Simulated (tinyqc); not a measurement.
## Resistance of a tapered via with liner, size effect and interface: via resistance against the sidewall angle

A round via whose diameter grows from db at the bottom as D(z) = db + 2 z/tan(ang). The fill, of diameter D - 2 tl, starts above the bottom liner (thickness fb tl) and has rho = rho0 (1 + ks lam/(D - 2 tl)); the sidewall liner conducts in parallel with it. The bottom liner and the interface are crossed over the full area pi db^2/4. Spreading in the lines above and below is left out.

Slices between z0 = fb tl and hv, evaluated at their midpoints: conductance per length pi/4 [(D - 2 tl)^2/rho + (D^2 - (D - 2 tl)^2)/rl], slice resistance = slice height over that. 2000 slices. R_fill = sum of the slices; R_bottom = rl fb tl/(pi db^2/4); R_interface = ri/(pi db^2/4); ballistic (Sharvin) limit 1/(Sb pi (db - 2 tl)^2/4); ideal cylinder rho0 hv/(pi db^2/4).

Parameters, values chosen for the exercise; fill metal close to tungsten:
- db = 23 nm (diameter at the bottom)
- hv = 39 nm (height)
- rho0 = 5.41 uohm cm (bulk resistivity of the fill)
- lam = 15.5 nm (mean free path of the fill)
- ks = 1 (size-effect factor)
- tl = 3 nm (liner on the sidewall)
- fb = 1 (liner at the bottom over that on the sidewall)
- rl = 290 uohm cm (resistivity of the liner)
- ri = 4.1e-12 ohm cm^2 (interface resistivity at the bottom)
- Sb = 9.1e14 S/m^2 (ballistic conductance per area, about 3/(4 rho0 lam))

The same in every row: R_bottom (ohm) = 20.94; R_interface (ohm) = 0.9868; ballistic limit (ohm) = 4.841.

Results:
```
ang (degrees)  R_fill (ohm)  R (ohm)  R over ideal cylinder  largest part
90                    15.93    37.86                  7.455  bottom liner
89                    14.41    36.33                  7.155  bottom liner
88                    13.12    35.05                  6.902  bottom liner
86                    11.09    33.01                  6.501  bottom liner
84                    9.544    31.47                  6.197  bottom liner
82                    8.336    30.26                  5.959  bottom liner
```

Estimate the missing row, ang = 87 degrees.

Computed row:
```
ang (degrees)  R_fill (ohm)  R (ohm)  R over ideal cylinder  largest part
87                    12.03    33.96                  6.686  bottom liner
```

With this row back in the table: R falls from 37.9 to 30.3 ohm. The bottom liner is the largest part at ang = 90 and in all other rows. The share of the two bottom terms goes from 57.9 to 72.5 %. For ang = 84, 82 the ballistic limit exceeds half of R_fill, so the diffusive model understates R.

Program tinyqc, `OMP_NUM_THREADS=1 python tinyqc.py 2750113 2750114 out.jsonl`; Intel Xeon 2.30GHz, shared host, one thread, about 0.01 s.
